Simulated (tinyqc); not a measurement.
Activation against anneal temperature: dopants and charged point defects at anneal temperature: Fermi-level effect, clustering and pairing. Computed by tinyqc, a small Python program. Command: `OMP_NUM_THREADS=1 python tinyqc.py 3010254 3010255 out.jsonl pairing walk`. One thread of a shared host (Intel(R) Xeon(R) Processor @ 2.30GHz), about 0.02 s of CPU time with the checks.

Boltzmann statistics and full ionisation of active dopants. Energies are counted from the valence band; the defect (a vacancy or self-interstitial) has five charge states, with all degeneracy factors one.

Inputs (values chosen for the exercise, with bands modelled on GaAs):

| quantity | value | unit |
|---|---|---|
| gap at 0 K E_g0 | 1.52 | eV |
| Varshni alpha | 0.000522 | eV/K |
| Varshni beta | 198 | K |
| electron mass m_e | 0.0673 | m_0 |
| valleys M_c | 1 | - |
| hole mass m_h | 0.516 | m_0 |
| anneal temperature T | 1020 | K |
| total dopant density N | 1.9e+19 | cm^-3 |
| site density N_s | 4e+22 | cm^-3 |
| dopant atoms per cluster k | 3 | - |
| cluster binding energy E_b | 1.32 | eV |

Dopant: acceptor. Second part: clustering of the dopant.

Constants: m_0 = 9.1093837015e-31 kg; k_B = 1.380649e-23 J/K; h = 6.62607015e-34 J s; k_B = 8.617333262e-05 eV/K.

Method:
- E_g = E_g0 - alpha T^2/(T + beta).
- N_c = 2 M_c (2 pi m_e k_B T/h^2)^(3/2) and N_v = 2 (2 pi m_h k_B T/h^2)^(3/2), masses in units of m_0.
- n_i = sqrt(N_c N_v) exp(-E_g/2 k_B T); E_i = E_g/2 + (k_B T/2) ln(N_v/N_c).
- p = A/2 + sqrt(A^2/4 + n_i^2) for an active density A.
- k ionised dopants and k carriers form one neutral cluster: C = N_s (A/N_s)^k (p/N_b)^k exp(E_b/k_B T), N_b the effective density of states of the majority band, and N = A + k C (60 bisections in ln A between ln N - 90 and ln N).

Equilibrium activation:

| T (K) | n_i (cm^-3) | active A (cm^-3) | clusters C (cm^-3) | active share |
|---|---|---|---|---|
| 610 | 3.0295e+13 | 3.5518e+18 | 5.1494e+18 | 0.18694 |
| 710 | 3.1632e+14 | 6.8909e+18 | 4.0364e+18 | 0.36268 |
| 820 | 2.2317e+15 | 1.1485e+19 | 2.5049e+18 | 0.60449 |
| 920 | 8.9991e+15 | 1.5479e+19 | 1.1738e+18 | 0.81466 |
| 1020 | 2.8100e+16 | 1.7948e+19 | 3.5058e+17 | 0.94465 |
| 1120 | 7.2634e+16 | 1.8764e+19 | 7.8620e+16 | 0.98759 |
| 1220 | 1.6259e+17 | 1.8945e+19 | 1.8473e+16 | 0.99708 |

What does the comparison show, and why?

The active share goes from 0.187 at 610 K to 0.997 at 1220 K, so a layer activated by a hot, short anneal is metastable and deactivates in later, cooler steps if the dopant can move.
